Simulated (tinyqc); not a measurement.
Transmission around the level: tunnelling through a thin dielectric with one trap, as a tight-binding chain.

Hopping -t everywhere, t = c/(m a^2), c = hbar^2/2m0; lead sites at 2t (band bottom 0), barrier sites 1 to N at 2t + phi, and site j has U besides. No voltage. Leads give S = -t exp(ika) on sites 1 and N, cos(ka) = 1 - E/(2t). T = (2 t sin(ka))^2 |G_1N|^2, G = (E - H - S)^-1. In the barrier cosh(q a) = 1 + (phi - E)/(2t).

Resonance: the lowest eigenvalue of H + S(E), iterated until its real part equals E (40 rounds from Eb = phi + 2t - sqrt(4t^2 + U^2), the level in an endless barrier). With v the normalised squared amplitudes of that state, Gamma_L = 2 t sin(ka) v_1, Gamma_R = 2 t sin(ka) v_N; Breit-Wigner T = Gamma_L Gamma_R/((E - Er)^2 + (Gamma_L + Gamma_R)^2/4).

Constants: hbar^2/2m0 = 3.80998211 eV angstrom^2.

Inputs chosen for the exercise (barrier and mass of the size used for Al2O3 on silicon; not measured data): a = 3 angstrom (site spacing); m = 0.27 m0 (mass, the same in leads and barrier); phi = 1.98 eV (conduction edge of the barrier above that of the leads); N = 7 (barrier sites); j = 5 (site of the trap); U = -2.76 eV (extra energy on the trap site).

Er = 0.94005 eV

widths (meV): left 2.9212, right 69.931

Energies Er + x (Gamma_L + Gamma_R).

T:
```
x     E (eV)     chain  Breit-Wigner   no trap
-8.0  0.3572  6.25e-05      0.000599  3.18e-06
-3.0  0.7215   0.00196       0.00416  2.07e-05
-1.0  0.8672    0.0245        0.0308  4.17e-05
-0.5  0.9036    0.0689        0.0770  4.97e-05
0.0   0.9401     0.153         0.154  5.93e-05
0.5   0.9765    0.0894        0.0770  7.08e-05
1.0   1.0129    0.0413        0.0308  8.46e-05
3.0   1.1586   0.00947       0.00416  0.000175
8.0   1.5229   0.00521      0.000599   0.00131
```

What can be read from this table?

At Er the chain gives 0.153, 2.59e+03 times the value without trap, and Breit-Wigner 0.154. In the wings the single pole gives 9.59 times the chain value at x = -8 and 0.115 times at x = 8, because the widths and the level shift change with energy.

Computed by tinyqc, a small Python program: `OMP_NUM_THREADS=1 python tinyqc.py 1450521 1450522 out.jsonl` (the numbers bound the seed that draws the inputs); one thread of a shared host (Intel(R) Xeon(R) Processor @ 2.30GHz), about 0.04 s for the whole set of steps.
